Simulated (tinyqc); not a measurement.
# Changing the satellite valleys Z

Model: two-valley model of the transferred-electron effect. Computed by tinyqc, a small Python program. Command: `OMP_NUM_THREADS=1 python tinyqc.py 3018624 3018625 out.jsonl gunn sweep`. One thread of a shared host (Intel(R) Xeon(R) Processor @ 2.30GHz), about 0.01 s of CPU time with the checks.

Both kinds of valley share one electron temperature T_e, and each has a constant mobility.

Inputs (values chosen for the exercise, modelled on GaAs):
```
quantity                       value        unit
central-valley mass m1         0.069         m_0
satellite-valley mass m2        0.23         m_0
valley separation dE            0.31          eV
central-valley mobility mu1     7600  cm^2/(V s)
satellite-valley mobility mu2    180  cm^2/(V s)
energy relaxation time tau_E    0.93          ps
lattice temperature T            200           K
```

Solver: bisection.

Constants: k_B = 8.617333262e-05 eV/K.

Method. Density-of-states ratio R = Z (m2/m1)^(3/2); n2/n1 = R exp(-dE/(k_B T_e)); mean mobility mu = (mu1 + mu2 n2/n1)/(1 + n2/n1); energy balance e mu F^2 = (3/2) k_B (T_e - T)/tau_E; v = mu F. Using T_e as the parameter, F(T_e) = sqrt(3 k_B (T_e - T)/(2 e mu tau_E)) and v = mu F; find the first maximum and the next minimum of v, and the most negative dv/dF between them.

One run for each value:
```
satellite valleys Z  threshold field (kV/cm)  peak-to-valley ratio  peak velocity (1e7 cm/s)
2                                     6.2170                1.0076                    2.5899
3                                     4.9672                1.0671                    2.3903
4                                     4.5012                1.1267                    2.2744
6                                     4.0374                1.2261                    2.1336
8                                     3.7843                1.3040                    2.0454
12                                    3.4931                1.4201                    1.9337
```

What does the table show?

Over the rows, threshold field (kV/cm) falls from 6.22 to 3.49 (exponent d ln y / d ln x -0.55 between the first rows and -0.20 between the last); peak-to-valley ratio rises from 1.01 to 1.42 (exponent d ln y / d ln x 0.14 between the first rows and 0.21 between the last); peak velocity (1e7 cm/s) falls from 2.59 to 1.93 (exponent d ln y / d ln x -0.20 between the first rows and -0.14 between the last).  Left out: 1 (no negative differential mobility).

Extremes, crossings and ranges named in words are read from the listed rows.
